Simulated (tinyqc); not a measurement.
p-n diode with diffusion and depletion-layer recombination: two steps of the calculation.

Abrupt junction in the depletion approximation, low injection, full ionisation, neutral widths fixed, ohmic contact on the p side. Vj is the junction voltage; where a series resistance Rs is given, V = Vj + J Rs is the terminal voltage.

Inputs (values chosen for the exercise); band and dielectric values close to those of silicon: temperature T = 293 K; band gap Eg = 1.11 eV; relative permittivity eps_r = 11.7; conduction-band density of states at T Nc = 2.72e19 cm^-3; valence-band density of states at T Nv = 2.58e19 cm^-3; acceptor density Na = 1.2e17 cm^-3; donor density Nd = 9.8e17 cm^-3; electron lifetime tn = 3e-6 s; hole lifetime tp = 2e-6 s; series resistance Rs = 0.0006 ohm cm^2; trap level above the intrinsic level Et = 0 eV; junction voltage at which recombination is evaluated Vj = 0.43 V; terminal voltage V = 0.89 V.

Constants: q = 1.602176634e-19 C, kB = 1.380649e-23 J/K, Vt = kB T/q, eps0 = 8.8541878128e-14 F/cm where lengths are in cm. Results are converted to the units shown.

Problem 1. Recombination in the depleted layer. ni = sqrt(Nc Nv) exp(-Eg/(2 Vt)), Eg in volts. Vbi = Vt ln(Na Nd/ni^2), W = sqrt(2 eps0 eps_r (Vbi - Vj)(1/Na + 1/Nd)/q), xp = W Nd/(Na + Nd), xn = W Na/(Na + Nd); u(x) = q Na (x + xp)^2/(2 eps0 eps_r) for x < 0 and Vbi - Vj - q Nd (xn - x)^2/(2 eps0 eps_r) for x > 0; p = Na exp(-u/Vt), n = Nd exp((u - Vbi + Vj)/Vt); U = ni^2 (exp(Vj/Vt) - 1)/(tp (n + ni exp(Et/Vt)) + tn (p + ni exp(-Et/Vt))); J_scr = q times the integral of U from -xp to xn. Trapezoid rule on 13 equal steps.

Wanted: W; x; u; n; p; U; J_scr.

Solution 1.

W = 74.632 nm

```
point	x (nm)	u (V)	n (cm^-3)	p (cm^-3)	U (cm^-3 s^-1)
0	-66.491	0.00000	1.1765e10	1.2000e17	3.9217e15
1	-60.750	0.00306	1.3280e10	1.0631e17	4.4267e15
2	-55.009	0.01223	1.9099e10	7.3919e16	6.3665e15
3	-49.268	0.02753	3.4999e10	4.0339e16	1.1666e16
4	-43.527	0.04893	8.1714e10	1.7277e16	2.7238e16
5	-37.786	0.07646	2.4308e11	5.8079e15	8.1026e16
6	-32.045	0.11010	9.2136e11	1.5323e15	3.0699e17
7	-26.304	0.14986	4.4495e12	3.1729e14	1.4694e18
8	-20.563	0.19574	2.7379e13	5.1566e13	6.7392e18
9	-14.822	0.24773	2.1465e14	6.5774e12	3.1439e18
10	-9.081	0.30584	2.1441e15	6.5846e11	3.2907e17
11	-3.340	0.37007	2.7289e16	5.1736e10	2.5868e16
12	2.401	0.43551	3.6442e17	3.8741e9	1.9370e15
13	8.142	0.46049	9.8000e17	1.4406e9	7.2031e14
```

J_scr = 1.1175e-6 A/cm^2

Problem 2. New Vj. Diffusion current alone: J = J0 (exp(Vj/Vt) - 1), g = Vj + J Rs - V, g' = 1 + Rs J0 exp(Vj/Vt)/Vt, Vj(new) = Vj - g/g'.

Vj at the start = 0.445 V
J0 = J0n + J0p = 6.2692649e-12 A/cm^2

Give: J; g; g'; Vj after iteration 1.

Solution 2.

J = 2.8281e-4 A/cm^2
g = -0.44500 V
g' = 1.0000
Vj after iteration 1 = 0.89000 V

tinyqc, about 0.01 s, one thread, Intel Xeon 2.30GHz (shared host): `OMP_NUM_THREADS=1 python tinyqc.py 2260114 2260115 out.jsonl`
